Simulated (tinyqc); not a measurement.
# Worked calculation: hot electrons in a saturated n-channel MOSFET, lucky-electron model

Program tinyqc, `OMP_NUM_THREADS=1 python tinyqc.py 2550060 2550061 out.jsonl`; Intel Xeon 2.30GHz, shared host, one thread, about 0.01 s. Printed values are rounded.

Beyond pinch-off the lateral field grows as Esat cosh(y/l) over the velocity-saturated region (pseudo-two-dimensional model). Impact ionisation in this region gives the substrate current, which biases the body forward through Rsub. Currents are per width. Local-field laws: they overstate ionisation when the field peak is narrower than an energy relaxation length.

Values chosen for this exercise; values close to those of silicon n-channel devices: channel length L = 0.5 um; oxide thickness tox = 12 nm; junction depth xj = 210 nm; threshold VT = 0.65 V; effective mobility mu = 290 cm^2/(V s); saturation velocity vs = 9.8e6 cm/s; ionisation prefactor Ai = 2e6 1/cm; ionisation field Bi = 1.67 MV/cm; resistance of the lightly doped drain Rd = 0 ohm um; substrate resistance Rsub = 6900 ohm um; fall of VT per volt of forward body bias kb = 0.33; hot-electron mean free path lm = 9.7 nm; oxide barrier pb = 3.2 V; prefactor of the gate current Cg = 0.0014; lifetime exponent m = 2.7; lifetime constant Hl = 2600 s uA/um; drain voltage Vd = 2.9 V; gate voltage Vg = 1.8 V.

Constants: eps0 = 8.8541878128e-14 F/cm where lengths are in cm. Results are converted to the units shown.

## Length and field scales

Cox = 3.9 eps0/tox, l = sqrt(3 tox xj), Esat = 2 vs/mu.

Cox = 0.2877611 uF/cm^2
l = 86.94826 nm
Esat = 0.06758621 MV/cm
Esat L = 3.379310 V

## Iteration 1: body bias from the substrate current

Vb at the start = 0 V

Cox = 3.9 eps0/tox. Overdrive g = Vg - VT + kb Vb; Vdsat = g Esat L/(g + Esat L); Id = Cox vs (g - Vdsat); dV = Vd - Id Rd - Vdsat; Em = sqrt((dV/l)^2 + Esat^2); Isub = Id (Ai/Bi) l Em exp(-Bi/Em). Vb(new) = Rsub Isub.

Vdsat = 0.8580129 V
Id = 82.34207 uA/um
dV = 2.041987 V
Em = 0.2443825 MV/cm
Isub = 0.2256801 uA/um
Vb after iteration 1 = 0.001557193 V

## Iteration 2: body bias from the substrate current

As before.

Vdsat = 0.8582990 V
Id = 82.40632 uA/um
dV = 2.041701 V
Em = 0.2443509 MV/cm
Isub = 0.2256274 uA/um
Vb after iteration 2 = 0.001556829 V

## Course of the iteration: body bias from the substrate current

Stop when Vb changes by less than 1e-9 V, or after 60 iterations.

Course of the iteration:
```
iteration       Vb (V)  |change| (V)
1          0.001557193       1.56e-3
2          0.001556829       3.63e-7
3          0.001556829      8.49e-11
```

Converged in 3 iterations. The change falls from 0.0016 in the first iteration to below the tolerance in the last.

## Gate current, lifetime and channel shortening

Id = 82.40631 uA/um
dV = 2.041701 V
Em = 0.2443509 MV/cm
Isub = 0.2256274 uA/um

Ig = Cg Id exp(-pb/(lm Em)); lifetime tau = (Hl/Id)(Isub/Id)^(-m); length of the saturated region dL = l ln[(dV/l + Em)/Esat]. 1 year = 3.15576e7 s.

Isub/Id = 0.002737987
Ig = 0.1580158 pA/um
tau = 8.295527 years
dL = 170.3011 nm

The lifetime misses ten years. Integrating Ai exp(-Bi/E) over the cosh profile gives Isub/Id = 0.00255, so the closed form is 7.3 % above it.
